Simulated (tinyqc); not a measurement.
Comparisons within one model: complex band structure along [001] in sp3s* tight binding. A value that a table varies takes the place of the one given here.

For k = (0, 0, kz) the phase sums are g0 = cos(phi) and g3 = i sin(phi), phi = kz a/4, and the s, pz, s* orbitals of anion (a) and cation (c) decouple from px, py. With z = exp(i phi), H(z) = H0 + z T + T^T/z for any complex z. H0 is diagonal (Esa, Epa, Exa, Esc, Epc, Exc). The anion-cation block is B(z) = z U + W/z and the cation-anion block z W^T + U^T/z, where U has Vss/2 (s,s), Vsapc/2 (s,z), -Vscpa/2 (z,s), Vxx/2 (z,z), Vxapc/2 (s*,z), -Vpaxc/2 (z,s*), and W has the same values with the s-z and s*-z signs reversed. |z| = 1 is a band state, |z| < 1 decays along [001] as exp(-kappa d) over a distance d, kappa = -(4/a) ln|z|. No spin-orbit coupling.

Parameters, chosen for this exercise (near a published set for Ge, fitted to gaps, whose masses and valley positions are rough (light masses up to twice too heavy); shifted at random, so the results belong to these values and not to a real crystal): p = (-5.838, 1.615, -5.838, 1.615, 6.314, 6.314, -6.731, 1.618, 4.87, 5.439, 5.439, 5.267, 5.267) eV (order Esa, Epa, Esc, Epc, Exa, Exc, Vss, Vxx, Vxy, Vsapc, Vscpa, Vxapc, Vpaxc); a = 5.663 angstrom (lattice constant); Eg = 0.726 eV (top of the energy range, the indirect gap); dE = 0.46 eV (E - Ev).

## Two branches across an indirect gap

Ev = -0.00300 eV

The smallest kappa with Re kz = 0 and the smallest with Re kz > 0, at energies E from Ev; a dash: no such root.

Decay constants:

| E/Eg | E (eV) | kappa at Gamma (1/angstrom) | kappa off Gamma (1/angstrom) | its Re kz (2 pi/a) |
|---|---|---|---|---|
| 0.05 | 0.0363 | 0.0219 | 0.3846 | 0.787 |
| 0.20 | 0.1452 | 0.0413 | 0.3552 | 0.790 |
| 0.35 | 0.2541 | 0.0510 | 0.3224 | 0.794 |
| 0.50 | 0.3630 | 0.0562 | 0.2847 | 0.797 |
| 0.65 | 0.4719 | 0.0579 | 0.2399 | 0.801 |
| 0.80 | 0.5808 | 0.0561 | 0.1826 | 0.805 |
| 0.90 | 0.6534 | 0.0527 | 0.1297 | 0.807 |
| 0.97 | 0.7042 | 0.0490 | 0.0710 | 0.809 |

The branch at Gamma decays more slowly on all rows listed; the other takes over only closer to its band edge, where its kappa goes to zero. The two differ in Re kz, so passing from one to the other needs kz from an abrupt interface, a steep field, a phonon or a defect. Valleys off the [001] axis, such as L, are not seen on these branches.

## Energy and lattice constant

The slowest root of the s-pz block and the heavy-hole branch, sinh^2(kappa a/4) = ((E - Epa)(E - Epc) - Vxx^2)/(Vxx^2 - Vxy^2), at E = Ev + dE with Ev the lower root of [[Epa, Vxx], [Vxx, Epc]]; the couplings are kept when a changes. Each row changes one parameter from the base and keeps the others.

Results:

| case | slowest kappa (1/angstrom) | heavy-hole kappa (1/angstrom) |
|---|---|---|
| base | 0.0578 | 0.1721 |
| dE = 0.43 eV | 0.0576 | 0.1673 |
| a = 5.833 angstrom | 0.0562 | 0.1670 |

The largest shifts from the base row, up to three for each result and ties (the steps differ in size, so this ranks the rows, not the parameters). slowest kappa (1/angstrom): a -0.0017, dE -0.0002. heavy-hole kappa (1/angstrom): a -0.0050, dE -0.0047. With the couplings fixed, kappa a stays, so kappa scales as 1/a.

Run: tinyqc, `OMP_NUM_THREADS=1 python tinyqc.py 1481335 1481336 out.jsonl`; Intel(R) Xeon(R) Processor @ 2.30GHz, one thread, shared host; about 0.01 s of CPU time with all checks.
